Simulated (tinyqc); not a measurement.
What moves the results: standing waves and exposure in a photoresist film. A value that a table varies takes the place of the one given here.

Normal incidence from air. Unexposed resist: N1 = n1 + i k1 with k1 = (A + B) lam/(4 pi), lam in micrometres. r01 = (1 - N1)/(1 + N1), t01 = 2/(1 + N1). Substrate Ns = ns + i ks: r12 = (N1 - Ns)/(N1 + Ns). With p = exp(2 pi i N1 d/lam), the field at depth z is E(z) = t01 [exp(2 pi i N1 z/lam) + r12 p^2 exp(-2 pi i N1 z/lam)]/(1 + r01 r12 p^2), the relative intensity I(z) = n1 |E(z)|^2 and the reflectance R = |(r01 + r12 p^2)/(1 + r01 r12 p^2)|^2.

Values chosen for the exercise (a resist on Al, indices near tabulated ones; the results hold for these values, not for the real material): lam = 365 nm (vacuum wavelength); n1 = 1.715 (resist index); A = 0.61 1/micrometre (bleachable absorption (Dill A)); B = 0.08 1/micrometre (fixed absorption (Dill B)); d = 965 nm (resist thickness); ns = 0.406 (substrate n); ks = 4.47 (substrate k).

## Swing of the coupled dose with resist thickness

The mean of I is taken over 800 depths; the relative dose to clear is taken as 1/(mean of I over the lowest period, 60 depths), scaled to 1 in the first row.

Swing:
```
d (nm)       R  mean I  relative dose
965.0   0.3650  0.8807          1.000
982.7   0.1747  1.1260          0.786
1000.5  0.0558  1.2686          0.710
1018.2  0.1962  1.0637          0.859
1035.9  0.3587  0.8352          1.095
1053.7  0.4081  0.7582          1.194
1071.4  0.3328  0.8410          1.068
1089.1  0.1496  1.0560          0.854
1106.9  0.0387  1.1770          0.779
1124.6  0.1713  1.0006          0.929
1142.4  0.3297  0.7976          1.167
1160.1  0.3781  0.7290          1.266
1177.8  0.3042  0.8038          1.140
```

What does this show, and why?

The period is 106.4 nm, six rows. The relative dose swings between 0.710 and 1.266, a ratio (max - min)/mean of 0.563, against the estimate 4 sqrt(|r01|^2 |r12|^2) exp(-(A + B) d) = 0.506 for the oscillating part alone; the ratio from the table also holds the slow rise from absorption, 14.0 % over two periods, so the two are not strictly comparable. The dose is least sensitive to thickness at an extremum; the lowest dose listed is at 1000.5 nm.

## What moves the exposure

The mean of I is over 800 depths. Each row changes one parameter from the base and keeps the others.

Results:
```
case                   |r12|^2       R  mean I  I at the bottom
base                    0.8725  0.3650  0.8807           0.2050
d = 975 nm              0.8725  0.2665  1.0078           0.2344
n1 = 1.732              0.8718  0.2747  1.0054           0.2383
B = 0.28 1/micrometre   0.8686  0.2883  0.7812           0.1723
ks = 4.023              0.8509  0.3496  0.8890           0.2466
ns = 0.447              0.8621  0.3624  0.8779           0.2037
```

How do the results move?

The largest shifts from the base row, up to three for each result and ties (the steps differ in size, so this ranks the rows, not the parameters). |r12|^2: ks -0.0216, ns -0.0104, B -0.0039; unchanged at the printed digits by d. R: d -0.0985, n1 -0.0903, B -0.0767. mean I: d +0.1270, n1 +0.1246, B -0.0996. I at the bottom: ks +0.0416, n1 +0.0333, B -0.0327.

tinyqc: `OMP_NUM_THREADS=1 python tinyqc.py 1651253 1651254 out.jsonl`; about 0.01 s, one thread, shared Intel(R) Xeon(R) Processor @ 2.30GHz.
